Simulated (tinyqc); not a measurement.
Free-carrier absorption and index change in the near infrared: free-carrier optics of a doped semiconductor (Drude model with one polar phonon).

eps(E) = ei [1 - Ep^2/(E^2 + i E Gam)] + (es - ei) wT^2/(wT^2 - E^2 - i E gT), with Ep^2 = 8 pi c (e^2/(4 pi eps0)) N/(m ei), c = hbar^2/2m0, N in 1/angstrom^3 (1e-24 per 1/cm^3); Gam = hbar/tau, tau = mu m m0/e with m0/e = 5.685630e-12 kg/C and mu in m^2/(V s). Energies in meV.

n + i k = sqrt(eps1 + i eps2) with k >= 0; R = ((n - 1)^2 + k^2)/((n + 1)^2 + k^2) at normal incidence from vacuum; alpha = 2 E k/(hbar c), times 1e8 for 1/cm; loss function Im(-1/eps) = eps2/(eps1^2 + eps2^2).

Constants: hbar^2/2m0 = 3.80998211 eV angstrom^2; e^2/(4 pi eps0) = 14.39964547 eV angstrom; hbar = 6.58211957e-16 eV s; hbar c = 1973.269805 eV angstrom.

Inputs chosen for the exercise (mass and dielectric values near those of SiC; N and mu are free inputs; interband absorption and the rise of the mass with filling are left out; shifted at random, so the results belong to these values and not to a real crystal): N = 4.1e+17 1/cm^3 (carrier density); m = 0.412 m0 (conductivity mass); mu = 66 cm^2/(V s) (mobility); ei = 6.62 (high-frequency dielectric constant).

At the wavelengths listed E = hc/lambda (hc = 1239.841984 eV nm). Approximate forms: alpha = ei Ep^2 Gam/(E^2 sqrt(ei) hbar c) and dn = -sqrt(ei) Ep^2/(2 E^2). The phonon term is left out here.

Free carriers:
```
lambda (micrometre)  E (meV)  alpha (1/cm)  alpha, approximate         dn  dn, approximate
1.31                   946.4          1.28                1.28  -0.000297        -0.000298
1.55                   799.9          1.79                1.80  -0.000416        -0.000417
2.00                   619.9          2.98                2.99  -0.000691        -0.000694
3.00                   413.3          6.67                6.74   -0.00155         -0.00156
5.00                   248.0          18.2                18.7   -0.00422         -0.00434
8.00                   155.0          44.7                47.9    -0.0103          -0.0111
10.60                  117.0          74.8                84.1    -0.0173          -0.0195
```

What can be read from this table?

At 1.55 micrometre alpha = 1.79 1/cm and dn = -0.000416; a phase shift of pi needs a length lambda/(2 |dn|) = 1.86e+03 micrometre, over which the loss is 1.45 dB. The approximate alpha is within 5 % up to 5 micrometre of the wavelengths listed; it needs photon energies well above both Ep and Gam, which lie at 86.1 and 29.1 micrometre. Interband and intervalley absorption are left out.

(tinyqc, `OMP_NUM_THREADS=1 python tinyqc.py 1652319 1652320 out.jsonl`, Intel(R) Xeon(R) Processor @ 2.30GHz, 1 thread, shared host, about 0.01 s.)
